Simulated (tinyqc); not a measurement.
Inside a calculation. Method: one-electron ion in a basis of Gaussians. One step of it, computed by the program tinyqc.

Question. Matrices over normalised Gaussians. With p = a_i + a_j and I(k) = Gamma((k+1)/2) / (2 p^((k+1)/2)): S = I(2l+2), T = (2l+3) a_i a_j S / p, V = -Z I(2l+1), each divided by sqrt(S_ii S_jj).

exponents of r^l exp(-a r^2) (1/bohr^2): 0.167900  0.546200  1.777000  5.779000  18.800000  61.130000

Z = 6

l = 2

Give: S; T; V.

Answer.

S, lower triangle:
```
        1       2       3       4       5       6
1  1.0000
2  0.5619  1.0000
3  0.1328  0.5618  1.0000
4  0.0209  0.1329  0.5621  1.0000
5  0.0028  0.0209  0.1329  0.5619  1.0000
6  0.0004  0.0028  0.0209  0.1329  0.5621  1.0000
```

T (hartree), lower triangle:
```
        1       2       3        4        5         6
1  0.5877
2  0.5051  1.9117
3  0.1426  1.6431  6.2195
4  0.0239  0.4642  5.3472  20.2265
5  0.0033  0.0777  1.5103  17.3857  65.8000
6  0.0004  0.0108  0.2532   4.9127  56.5773  213.9550
```

V (hartree), lower triangle:
```
         1        2        3         4         5         6
1  -2.0924
2  -1.7145  -3.7739
3  -0.6688  -3.0922  -6.8071
4  -0.1843  -1.2067  -5.5787  -12.2757
5  -0.0447  -0.3323  -2.1767  -10.0586  -22.1411
6  -0.0104  -0.0808  -0.5998   -3.9259  -18.1469  -39.9252
```
